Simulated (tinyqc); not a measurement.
Inside a calculation. Model: input admittance of a MOSFET at zero drain bias: distributed channel and distributed gate.

Computed by the program tinyqc: `OMP_NUM_THREADS=1 python tinyqc.py 2262029 2262030 out.jsonl`, one thread of a shared Intel Xeon 2.30GHz, about 0.01 s for the whole run. Printed values are rounded.

Source and drain grounded, strong inversion, w = 2 pi f, Cox = eps0 eox/tox. The channel is an RC line of resistance 1/(mu Cox Vo) per square fed from both ends, so one finger has the intrinsic admittance y = i w Cox L tanh(g)/g per width, g = (1/2) sqrt(i w tau), tau = L^2/(mu Vo). The vertical resistance rv/L is in series with y, the overlaps 2 i w Cov in parallel: y_t = 1/(1/y + rv/L) + 2 i w Cov. The gate strip is a line of Rsh/L per length loaded by y_t, so a finger has Y = y_t Wf tanh(k)/k, k = (Wf/sd) sqrt(y_t Rsh/L); the device has Nf Y.

Inputs (values chosen for the exercise); values of the order met in silicon radio-frequency transistors: relative permittivity of the gate insulator (close to silicon dioxide) eox = 3.9; insulator thickness tox = 2.4 nm; channel length L = 0.072 um; finger width Wf = 14 um; number of fingers Nf = 32; channel mobility mu = 230 cm^2/(V s); gate overdrive Vo = 0.65 V; sheet resistance of the gate Rsh = 21 ohm/square; vertical resistivity of the gate stack rv = 6 ohm um^2; number of ends at which a finger is contacted sd = 2; overlap and fringe capacitance on each side Cov = 0.29 fF/um; frequency f = 7.7 GHz.

Constants: eps0 = 8.8541878128e-14 F/cm where lengths are in cm. Results are converted to the units shown.

## Low-frequency resistances and capacitance

Low-frequency limits, with c = Cox L and ct = c + 2 Cov: R_strip = Rsh Wf/(3 sd^2 L Nf), R_ch = (c/ct)^2 L/(12 mu Cox Vo Wf Nf), R_vert = (c/ct)^2 rv/(L Wf Nf), C = ct Wf Nf.

parts (ohm): strip 10.6337, channel 0.0255887, vertical 0.0764468
sum = 10.7357 ohm
C = 723.941 fF
1/(2 pi R C) = 20.4779 GHz

The strip term is the largest, 99.0 % of the sum.

## Admittance of the channel and stack per width

tau, g, c = Cox L, y and y_t as defined.

tau = 0.346756 ps
g = 0.0457933+0.0457933i
c = 1.03594 fF/um
y = 0.0701+50.1192i uS/um
y_t = 0.2794+78.1785i uS/um

w tau = 0.0168, and Im y is 1.00 of w c.

## Input impedance of the device

k and Y as defined; Z = 1/(Nf Y) = R + 1/(i w C); Q = |Im Z|/R; signal at the point farthest from a contact |1/cosh k|.

k = 0.748766+0.746095i
Nf Y = 10.9353+30.1203i mS
R = 10.6498 ohm
C = 704.632 fF
Q = 2.75440
signal at the far point = 0.908025

R is 0.80 % below its low-frequency limit and C is 2.7 % below its own.
